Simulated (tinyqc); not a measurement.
From results back to parameters: round or elliptic silicon nanowire with anisotropic valleys (Ritz method). Three cases, with inputs chosen for the exercise.

Problem. For a circular wire every level scales as 1/R^2. The lowest level of group A was computed from a hidden radius.

Wire along x = [110] on a (001) wafer, y = [-110], z = [001]. Valley groups (w = inverse masses): A, two valleys along z: w_y = 1/mt, w_z = 1/ml, m_x = mt; B, four valleys in the wafer plane: w_y = (1/ml + 1/mt)/2, w_z = 1/mt, m_x = (ml + mt)/2.

Hard wall on the ellipse (y/a)^2 + (z/b)^2 = 1, c = hbar^2/2m0. With u = y/a, v = z/b the operator is -c [(w_y/a^2) d2/du2 + (w_z/b^2) d2/dv2] on the unit disc. Basis (1 - u^2 - v^2) u^i v^j; S, X and Y are the disc integrals of f f', (df/du)(df'/du) and (df/dv)(df'/dv), from the integral of u^p v^q = 2 Gamma((p+1)/2) Gamma((q+1)/2)/((p + q + 2) Gamma((p+q+2)/2)) for even p, q; H = c (w_y X/a^2 + w_z Y/b^2).

Converged values use 21 functions of each parity class (e or o in u, then in v).

Constants: hbar^2/2m0 = 3.80998211 eV angstrom^2.

Case 1.

Values chosen (out of a larger set: near those of a Si nanowire; not measured data): ml = 0.928 m0 (longitudinal mass); mt = 0.192 m0 (transverse mass).

level = 0.265897 eV

Case 2.

Values chosen (out of a larger set: near those of a Si nanowire; not measured data): ml = 0.933 m0 (longitudinal mass); mt = 0.193 m0 (transverse mass).

level = 0.080517 eV

Case 3.

Values chosen (out of a larger set: near those of a Si nanowire; not measured data): ml = 0.9 m0 (longitudinal mass); mt = 0.193 m0 (transverse mass).

level = 0.093544 eV

Find: E R^2/c; R.

Solution.

Case 1.

E R^2/c = 17.866
R = 16.0 angstrom

Solve once for R = 1 and scale. The mean inverse mass would give 2.404826^2 (1/mt + 1/ml)/2 = 18.176, 1.7 % too high.

Case 2.

E R^2/c = 17.773
R = 29.0 angstrom

Solve once for R = 1 and scale. The mean inverse mass would give 2.404826^2 (1/mt + 1/ml)/2 = 18.082, 1.7 % too high.

Case 3.

E R^2/c = 17.899
R = 27.0 angstrom

Solve once for R = 1 and scale. The mean inverse mass would give 2.404826^2 (1/mt + 1/ml)/2 = 18.195, 1.7 % too high.

Computed by tinyqc, one run a case: `OMP_NUM_THREADS=1 python tinyqc.py N N+1 out.jsonl` with N = 1250147, 1250168, 1250401; one thread of a shared Intel(R) Xeon(R) Processor @ 2.30GHz, about 0.04 s a run at most.
